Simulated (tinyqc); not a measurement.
# Reverse leakage of an n+-p junction: diffusion, generation, trap-assisted and band-to-band tunnelling: leakage components against the trap level above the intrinsic level

One-sided abrupt junction in the depletion approximation, x from the junction (0) to W on the p side, field F = F0 (1 - x/W). Flat quasi-Fermi levels, long p side. Traps generate through SRH with both lifetimes shortened by 1 + Gamma (Hurkx enhancement, form for moderate fields); band-to-band generation is local and needs a total bending above Eg.

ni = sqrt(Nc Nv) exp(-Eg/(2 Vt)), Eg in volts; Vbi = Vt ln(Na Nd/ni^2); W = sqrt(2 eps0 eps_r (Vbi + VR)/(q Na)); F0 = 2 (Vbi + VR)/W; FG = sqrt(24 mt m0 (kB T)^3)/(q hbar); J_diff = q ni^2 sqrt(Dn/tau)(1 - exp(-VR/Vt))/Na. u = (Vbi + VR)(1 - x/W)^2, p = Na exp(-u/Vt), n = Nd exp((u - Vbi - VR)/Vt); G0 = ni^2 (1 - exp(-VR/Vt))/(tau (n + p + 2 ni cosh(Et/Vt))); Gamma = 2 sqrt(3 pi)(F/FG) exp((F/FG)^2); trap-assisted part G0 Gamma; G_bb = Ab F^2.5 exp(-Bb/F) with F in V/cm, zero unless Vbi + VR > Eg, and counted as zero under 1 cm^-3 s^-1. Currents are q times the integrals over 0 to W; J_bb under 1e-8 of J is printed as 0; rows with F0/FG above 2.2, beyond the range of this Gamma, are left out.

Values chosen for this exercise; band and dielectric values close to those of silicon:
- T = 350 K (temperature)
- Eg = 1.14 eV (band gap)
- eps_r = 11.8 (relative permittivity)
- Nc = 3.55e19 cm^-3 (conduction-band density of states at T)
- Nv = 3.29e19 cm^-3 (valence-band density of states at T)
- Na = 9.6e16 cm^-3 (acceptor density of the lighter side)
- Nd = 1e20 cm^-3 (donor density of the heavier side)
- tau = 5e-8 s (SRH lifetime of both carriers at zero field)
- mt = 0.23 m0 (tunnelling mass)
- Dn = 20 cm^2/s (electron diffusion coefficient on the lighter side)
- Ab = 3.1e14 cm^-0.5 V^-2.5 s^-1 (band-to-band prefactor)
- Bb = 1.99e7 V/cm (band-to-band field constant)
- VR = 3 V (reverse bias)

Constants: q = 1.602176634e-19 C, kB = 1.380649e-23 J/K, hbar = 1.054571817e-34 J s, m0 = 9.1093837015e-31 kg, Vt = kB T/q, eps0 = 8.8541878128e-14 F/cm where lengths are in cm. Results are converted to the units shown.

The same in every row: F0 (kV/cm) = 343; F0/FG = 0.769; J_diff (A/cm^2) = 1.50e-9; J_bb (A/cm^2) = 0.

Result of one run:
```
Et (eV)	J_SRH (A/cm^2)	J_TAT (A/cm^2)	J (A/cm^2)	largest part
0	4.90e-6	1.90e-5	2.39e-5	trap-assisted tunnelling
```

What becomes of these results when the trap level above the intrinsic level Et is changed from 0 to 0.2 eV, all else the same?

Result of the changed run:
```
Et (eV)	J_SRH (A/cm^2)	J_TAT (A/cm^2)	J (A/cm^2)	largest part
0.2	1.52e-8	5.61e-8	7.28e-8	trap-assisted tunnelling
```

The whole series:
```
Et (eV)	J_SRH (A/cm^2)	J_TAT (A/cm^2)	J (A/cm^2)	largest part
-0.3	6.18e-10	2.16e-9	4.28e-9	trap-assisted tunnelling
-0.2	1.52e-8	5.61e-8	7.28e-8	trap-assisted tunnelling
-0.1	3.82e-7	1.45e-6	1.83e-6	trap-assisted tunnelling
0	4.90e-6	1.90e-5	2.39e-5	trap-assisted tunnelling
0.1	3.82e-7	1.45e-6	1.83e-6	trap-assisted tunnelling
0.2	1.52e-8	5.61e-8	7.28e-8	trap-assisted tunnelling
0.3	6.18e-10	2.16e-9	4.28e-9	trap-assisted tunnelling
```

J goes from 4.28e-9 through a maximum of 2.39e-5 (at Et = 0 among the rows listed) to 4.28e-9 A/cm^2. Trap-assisted tunnelling leads at Et = -0.3 and in all other rows.

Range of the model: The n+ side is degenerate, so Vbi from Boltzmann statistics is only a guide.

Numbers from tinyqc (`OMP_NUM_THREADS=1 python tinyqc.py 2290108 2290109 out.jsonl`; about 0.01 s on one thread of a shared Intel Xeon 2.30GHz).
